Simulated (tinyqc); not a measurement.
Rigid-ion and shell models of the dielectric response of an ionic crystal. Changing the hardness d/rho. Computed by tinyqc, a small Python program. Command: `OMP_NUM_THREADS=1 python tinyqc.py 3018293 3018294 out.jsonl shell sweep`. One thread of a shared host (Intel(R) Xeon(R) Processor @ 2.30GHz), about 0.01 s of CPU time with the checks.

Charges +Z and -Z; 6 nearest neighbours, Madelung constant M = 1.747565, volume per ion pair Omega = 2.000000 d^3. Energy per pair U = -M Z^2 e2/d + 6 A exp(-d/rho), e2 = e^2/(4 pi eps_0). In the shell model the anion is a core of charge Y - Z and a massless shell of charge -Y, joined by the spring k; the repulsion acts on the shell. Each ion feels the Lorentz field E + (4 pi/3) P (Gaussian units).

Inputs (values chosen for the exercise, for a model crystal):
```
quantity                       value           unit
nearest-neighbour distance d    2.78       angstrom
ionic charge Z                     1              e
cation mass                      148              u
anion mass                      79.9              u
shell charge size Y             3.26              e
core-shell spring k             44.8  eV/angstrom^2
cation polarisability alpha_+   0.58     angstrom^3
```

Structure: rock salt.

Constants: e^2/(4 pi eps_0) = 14.39964548 eV angstrom; 1 eV/angstrom^3 = 160.2176634 GPa; nu for 1 eV/(angstrom^2 u) = 15.6333042 THz; 1 THz = 33.35640952 1/cm.

Method:
- Zero pressure fixes 6 A exp(-d/rho) = M Z^2 e2 rho/d^2. Then U = -(M Z^2 e2/d)(1 - rho/d), B = M Z^2 e2 (d/rho - 2)/(9 Omega d), and the spring of one sublattice against the other is R = (1/3) x (Laplacian of the repulsion summed over neighbours) = M Z^2 e2 (d/rho - 2)/(3 d^3), so R = 3 B Omega/d^2.
- Eliminating the shell gives the anion polarisability alpha_- = Y^2 e2/(k + R), the Szigeti charge Z_S = Z - Y R/(k + R) and the softened spring R' = k R/(k + R). With b = 4 pi (alpha_+ + alpha_-)/(3 Omega): eps_inf = (1 + 2b)/(1 - b) (Clausius-Mossotti); Born charge Z* = Z_S (eps_inf + 2)/3.
- mu lambda_TO = R' - (4 pi e2/(3 Omega)) Z_S^2/(1 - b); mu lambda_LO = mu lambda_TO + 4 pi e2 Z*^2/(eps_inf Omega); eps_s = eps_inf lambda_LO/lambda_TO.
- lambda in eV/(angstrom^2 u) gives the wavenumber 15.6333042 x 33.35640952 x sqrt(lambda); mu is the reduced mass.

One run for each value; columns: (1) hardness d/rho; (2) eps_s; (3) omega_TO (1/cm); (4) share of R' left after the dipole term; (5) bulk modulus B (GPa); (6) eps_inf; (7) omega_LO (1/cm):
```
(1)       (2)     (3)      (4)     (5)     (6)     (7)
7.44   22.488   45.62  0.19584  20.401  2.7959  129.38
8.37   11.699   65.62  0.34874  23.888  2.7772  134.68
9.30    8.313   80.50  0.46147  27.376  2.7590  139.73
10.20   6.697   92.40  0.54524  30.751  2.7418  144.41
11.20   5.641  103.79  0.61812  34.501  2.7230  149.38
12.10   5.018  112.86  0.67060  37.876  2.7066  153.68
13.00   4.571  121.08  0.71384  41.251  2.6904  157.82
14.00   4.201  129.43  0.75360  45.001  2.6729  162.26
14.90   3.944  136.35  0.78357  48.376  2.6575  166.11
```

What does the table show, and why?

Over the rows, eps_s falls from 22.5 to 3.94 (exponent d ln y / d ln x -5.5 between the first rows and -1.0 between the last); omega_TO (1/cm) rises from 45.6 to 136 (exponent d ln y / d ln x 3.1 between the first rows and 0.84 between the last); share of R' left after the dipole term rises from 0.196 to 0.784 (exponent d ln y / d ln x 4.9 between the first rows and 0.63 between the last). Softer repulsion leaves less spring against the dipole field: omega_TO drops and eps_s climbs towards a ferroelectric instability. Left out: 6.51 (the TO mode of the shell model is soft to the point of instability).
